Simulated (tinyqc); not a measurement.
Surface photovoltage measurement of the minority-carrier diffusion length in a wafer: one step, computed by the program tinyqc.

Low injection, steady light, a depletion layer much thinner than 1/alpha and L. The excess density dn is taken at the front edge of the neutral region; light that reaches the back is lost.

Problem. The linear plot. alpha = (84.732/lambda - 76.417)^2 per cm with lambda in micrometre (an empirical fit for silicon between 0.7 and 1.05 micrometre). Thick wafer: dn = Phi L/((S_f + D/L)(L + 1/alpha)). Finite wafer, with s = S_b L/D, w = W/L, a = alpha L: dn = [Phi a/(a^2 - 1)] [a - B - exp(-alpha W)(a - s)/(cosh w + s sinh w)]/(S_f + B D/L), B = (sinh w + s cosh w)/(cosh w + s sinh w). Readings y = (Phi/dn) (1 + noise x g) at 780, 830, 880, 920, 950, 975 and 995 nm; a least-squares line y = c (1/alpha + L_app) gives L_app = intercept/slope.

Inputs (values chosen for the exercise, modelled on p-type silicon at room temperature): diffusion length L = 16 micrometre; wafer thickness W = 300 micrometre; diffusivity D = 24.9 cm^2/s; front recombination velocity S_f = 70000 cm/s; back recombination velocity S_b = 9200 cm/s; photon flux entering = 3.4e+13 1/(cm^2 s); relative noise of each reading = 0 %.

normal deviates g for the noise: [-0.67, -0.43, -0.30, 0.78, -0.26, 0.05, 0.63]

Give: the table «Readings» with the columns 1/alpha (micrometre), y (cm/s), line (cm/s), for lambda (nm) = 780, 830, 880, 920, 950, 975, 995; slope; apparent length L_app; error of L_app (rounded to 0.001).

Solution.

Readings:
```
lambda (nm)  1/alpha (micrometre)   y (cm/s)  line (cm/s)
780                           9.6  1.371e+05    1.371e+05
830                          15.2  1.667e+05    1.667e+05
880                          25.3  2.210e+05    2.210e+05
920                          40.7  3.030e+05    3.030e+05
950                          61.3  4.133e+05    4.133e+05
975                          90.9  5.718e+05    5.718e+05
995                         130.9  7.855e+05    7.855e+05
```

slope = 5348 cm/(s micrometre)

apparent length L_app = 16.00 micrometre

error of L_app (rounded to 0.001) = 0 %

At W/L = 18.8 the finite thickness shifts L_app by less than 0.05 %. S_f scales all readings alike and leaves L_app unchanged.
